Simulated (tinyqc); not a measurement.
MOS capacitor with interface traps: C-V stretch-out, conductance peak and subthreshold swing: one step, computed by the program tinyqc. Command: `OMP_NUM_THREADS=1 python tinyqc.py 3028306 3028307 out.jsonl mostraps walk`. One thread of a shared host (Intel(R) Xeon(R) Processor @ 2.30GHz), about 0.01 s of CPU time with the checks.

Energies at the interface are counted from the valence band. psi > 0 means bending towards depletion, so the surface potential is -psi. Boltzmann statistics, full ionisation, no quantum confinement. Traps are neutral when filled up to E_n, with a sharp (zero-temperature) occupation.

Task: Conductance peak. v = sqrt(3 k_B T/m) with the majority mass; surface density n_s = N exp(-psi/k_B T); tau = 1/(sigma v n_s); for a continuum of levels G_p/omega = C_it ln(1 + omega^2 tau^2)/(2 omega tau), which peaks at omega tau = 1.98, the frequency 1.98/(2 pi tau); potential fluctuations are left out.

Inputs (values chosen for the exercise, modelled on beta-Ga2O3, with an insulator like SiO2):

| quantity | value | unit |
|---|---|---|
| gap E_g | 4.88 | eV |
| electron mass m_e | 0.287 | m_0 |
| doping N | 2.6e+17 | cm^-3 |
| neutrality level E_n | 3.4 | eV |
| capture cross-section sigma | 1e-15 | cm^2 |
| band bending towards depletion psi | 0.38 | V |
| temperature T | 350 | K |

Substrate: n-type. Trap spectrum: flat.

k_B T = 0.03016067 eV

C_it = 0.2082830 microF/cm^2

Constants: k_B = 1.380649e-23 J/K; m_0 = 9.1093837015e-31 kg.

Give: v; n_s; trap time constant; peak frequency; peak of G_p/omega.

Result:

v = 2.355e+07 cm/s

n_s = 8.774e+11 cm^-3

trap time constant = 4.840e-05 s

peak frequency = 6511 Hz

peak of G_p/omega = 0.08381 microF/cm^2

Caution: the bulk E_F lies within 3 k_B T of the majority band, where the dopants may be only partly ionised. Caution: traps deeper than about 24 k_B T and minority carriers reach equilibrium slowly or not at all, so the charges here are limits for very slow sweeps.
